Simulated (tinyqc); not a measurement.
# Doping from resistivity

Inverse problem. A uniform, uncompensated and fully ionised sample has rho = 1/(q N mu), mu = m1 + (m2 (T/300 K)^(-bt) - m1)/(1 + (N/Nr)^am). Find N, mu and the diffusion coefficient mu Vt.

Inputs (values chosen for the exercise): temperature T = 300 K; mobility limit at high doping m1 = 57.2 cm^2/(V s); mobility limit at low doping, at 300 K m2 = 982 cm^2/(V s); reference doping of the mobility law Nr = 2.04e17 cm^-3; exponent of the mobility law am = 0.719; temperature exponent of m2 bt = 2.

Constants: q = 1.602176634e-19 C, kB = 1.380649e-23 J/K, Vt = kB T/q. Results are converted to the units shown.

resistivity = 0.080847526 ohm cm

Answer. With am below 1 the product N mu rises steadily with N, so one doping matches; it is found by iterating N = 1/(q rho mu(N)).

N = 1.30e17 cm^-3
mu = 594 cm^2/(V s)
diffusion coefficient = 15.4 cm^2/s

tinyqc, about 0.01 s, one thread, Intel Xeon 2.30GHz (shared host): `OMP_NUM_THREADS=1 python tinyqc.py 2110124 2110125 out.jsonl`
